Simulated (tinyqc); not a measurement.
From results back to parameters: two-level Kane dispersion of a narrow-gap semiconductor. Five cases, with inputs chosen for the exercise.

Problem. In the two-level Kane model E = Eg/2 + sqrt(Eg^2/4 + (2/3) Ep c k^2), c = hbar^2/2m0, and the momentum mass is m(k) = (3/(2 Ep)) sqrt(Eg^2 + (8/3) Ep c k^2). It is given at the Fermi wave vectors kF = (3 pi^2 n)^(1/3) of two densities (1 cm^-3 = 1e-24 angstrom^-3).

Constants: hbar^2/2m0 = 3.80998211 eV angstrom^2.

Case 1.

Values chosen (out of a larger set: near those of InAs; not measured data): n12 = (7.2e+15, 2.9e+17) cm^-3 (two densities).

masses at the two densities (m0): 0.03015198  0.03645204

Case 2.

Values chosen (out of a larger set: near those of grey Sn; not measured data): n12 = (2.2e+15, 1.5e+18) cm^-3 (two densities).

masses at the two densities (m0): 0.02722693  0.04410809

Case 3.

Values chosen (out of a larger set: a narrow-gap II-VI alloy; not measured data): n12 = (8.6e+15, 2.8e+17) cm^-3 (two densities).

masses at the two densities (m0): 0.02325597  0.03146544

Case 4.

Values chosen (out of a larger set: a narrow-gap II-VI alloy; not measured data): n12 = (2.3e+15, 3.4e+17) cm^-3 (two densities).

masses at the two densities (m0): 0.01437669  0.02728990

Case 5.

Values chosen (out of a larger set: near those of InSb; not measured data): n12 = (4e+15, 1.3e+18) cm^-3 (two densities).

masses at the two densities (m0): 0.01497515  0.03612694

Find: kF^2; Ep; edge mass; |Eg|.

Solution.

Case 1.

kF^2 (1/angstrom^2): 3.5686e-05  0.00041932

Ep = 20.9 eV
edge mass = 0.02950 m0
|Eg| = 0.411 eV

m^2 = m0*^2 + (6 c/Ep) kF^2 is a straight line in kF^2: the slope gives Ep, the intercept the edge mass, and |Eg| = (2/3) Ep m0*. The sign of Eg does not enter. The two-level form takes Dso as infinite, which overstates the mass where Dso is not large against Eg.

Case 2.

kF^2 (1/angstrom^2): 1.6189e-05  0.0012541

Ep = 23.5 eV
edge mass = 0.02694 m0
|Eg| = 0.422 eV

m^2 = m0*^2 + (6 c/Ep) kF^2 is a straight line in kF^2: the slope gives Ep, the intercept the edge mass, and |Eg| = (2/3) Ep m0*. The sign of Eg does not enter. For Eg < 0 the edge mass does not depend on Dso, which enters only as EF nears it.

Case 3.

kF^2 (1/angstrom^2): 4.0174e-05  0.00040962

Ep = 18.8 eV
edge mass = 0.02218 m0
|Eg| = 0.278 eV

m^2 = m0*^2 + (6 c/Ep) kF^2 is a straight line in kF^2: the slope gives Ep, the intercept the edge mass, and |Eg| = (2/3) Ep m0*. The sign of Eg does not enter. The two-level form takes Dso as infinite, which overstates the mass where Dso is not large against Eg.

Case 4.

kF^2 (1/angstrom^2): 1.6676e-05  0.00046623

Ep = 19.1 eV
edge mass = 0.01366 m0
|Eg| = 0.174 eV

m^2 = m0*^2 + (6 c/Ep) kF^2 is a straight line in kF^2: the slope gives Ep, the intercept the edge mass, and |Eg| = (2/3) Ep m0*. The sign of Eg does not enter. The two-level form takes Dso as infinite, which overstates the mass where Dso is not large against Eg.

Case 5.

kF^2 (1/angstrom^2): 2.4117e-05  0.0011400

Ep = 23.6 eV
edge mass = 0.01417 m0
|Eg| = 0.223 eV

m^2 = m0*^2 + (6 c/Ep) kF^2 is a straight line in kF^2: the slope gives Ep, the intercept the edge mass, and |Eg| = (2/3) Ep m0*. The sign of Eg does not enter. The two-level form takes Dso as infinite, which overstates the mass where Dso is not large against Eg.

Computed by tinyqc, one run a case: `OMP_NUM_THREADS=1 python tinyqc.py N N+1 out.jsonl` with N = 1051165, 1051185, 1051190, 1051191, 1051193; one thread of a shared Intel(R) Xeon(R) Processor @ 2.30GHz, about 0.01 s a run at most.
